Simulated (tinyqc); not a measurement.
A spin-degenerate level with charging energy between two leads, rate equations: shape of a conductance peak.

States 0, up, down and 2 with energies 0, e1 - Ez/2, e1 + Ez/2 and 2 e1 + U. mu_L = +V/2, mu_R = -V/2 (meV), f(x) = 1/(1 + exp(x/kB T)). A transition that adds one electron of given spin at the energy E has the rate G f(E - mu) from each lead, and its reverse G [1 - f(E - mu)]. I counts electrons leaving the left lead, times q.

Transition energies: 0-up e1 - Ez/2, 0-down e1 + Ez/2, up-2 e1 + U + Ez/2, down-2 e1 + U - Ez/2. dp/dt = W p; W_ji is the rate from state i to j, and each column sums to zero. Steady state: W p = 0 with sum p = 1. I = q GL sum over transitions i-j of [fL p_i - (1 - fL) p_j]. The conductance is dI/dV at V = 0; the last column divides it by q^2 GL GR/((GL + GR) 4 kB T), the peak of one spinless level.

Parameters, values chosen for the exercise:

| symbol | value | unit | meaning |
|---|---|---|---|
| U | 3.3 | meV | charging energy of the second electron |
| GL | 0.21 | 1/ns | tunnel rate to the left lead |
| GR | 3.8 | 1/ns | tunnel rate to the right lead |
| T | 0.54 | K | temperature |
| Ez | 0 | meV | Zeeman splitting |

Constants: q = 1.602176634e-19 C, kB = 1.380649e-23 J/K, Vt = kB T/q. Results are converted to the units shown.

Results:
```
e1 (meV)  dI/dV (nS)  mean number   scaled
-3.486         23.84        1.965   0.1392
-3.449         49.54        1.925   0.2892
-3.412         95.97        1.847   0.5603
-3.374         164.9        1.710   0.9624
-3.337         224.0        1.525    1.308
-3.263         173.9        1.184    1.015
-3.226         105.3        1.093   0.6147
-3.188         54.19        1.043   0.3164
-3.151         26.25        1.020   0.1532
-3.114         12.25        1.009  0.07149
```

Estimate the missing row, e1 = -3.3 meV.

Computed row:
```
e1 (meV)  dI/dV (nS)  mean number  scaled
-3.3           228.4        1.333   1.333
```

With this row back in the table: The conductance peaks at e1 = -3.3 meV among the rows, with the scaled height 1.33. For U >> kB T the 1-2 peak lies at e1 = -U - (kB T/2) ln 2 = -3.32 meV, with the height 8/(1 + sqrt 2)^2 = 1.373: two spin states on one side of the transition and one state on the other shift and raise it.

Range of the model: Rate equations need hbar G well below kB T; cotunnelling and the Kondo effect are left out.

Program tinyqc, `OMP_NUM_THREADS=1 python tinyqc.py 2780020 2780021 out.jsonl`; Intel Xeon 2.30GHz, shared host, one thread, about 0.01 s.
